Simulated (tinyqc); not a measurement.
Switching kinetics of a ferroelectric film and the memory window of a ferroelectric gate stack: one step, computed by the program tinyqc.

Fields in MV/cm; 1 microcoulomb/cm^2 over eps_0 is 11.29409 MV/cm. In the stack (metal, ferroelectric, interlayer, channel) the channel is taken as a conductor.

Problem. The hysteresis loop. Saturated branches: P(E) = P_s tanh[(E -/+ E_c)/(2 delta)], delta = E_c/ln[(1 + P_r/P_s)/(1 - P_r/P_s)]; D = P + eps_0 eps_F E.

Inputs (values chosen for the exercise, for a model hafnia-based film):
```
quantity,value,unit
saturation polarisation P_s,34,microcoulomb/cm^2
ratio P_r/P_s,0.76,-
coercive field E_c,0.84,MV/cm
permittivity of the ferroelectric eps_F,21,-
```

Give: delta; P on both branches (microcoulomb/cm^2) at E/E_c = -3, -2, -1, -0.5, 0, 0.5, 1, 1.5, 2, 3; peak differential permittivity eps_F + P_s/(2 delta eps_0).

Solution.

delta = 0.4216 MV/cm

P on both branches (microcoulomb/cm^2) at E/E_c = -3, -2, -1, -0.5, 0, 0.5, 1, 1.5, 2, 3:
```
E (MV/cm),rising branch,falling branch
-2.52,-33.98,-32.76
-1.68,-33.83,-25.84
-0.84,-32.76,0.00
-0.42,-30.74,15.66
0.00,-25.84,25.84
0.42,-15.66,30.74
0.84,0.00,32.76
1.26,15.66,33.54
1.68,25.84,33.83
2.52,32.76,33.98
```

peak differential permittivity eps_F + P_s/(2 delta eps_0) = 476.4
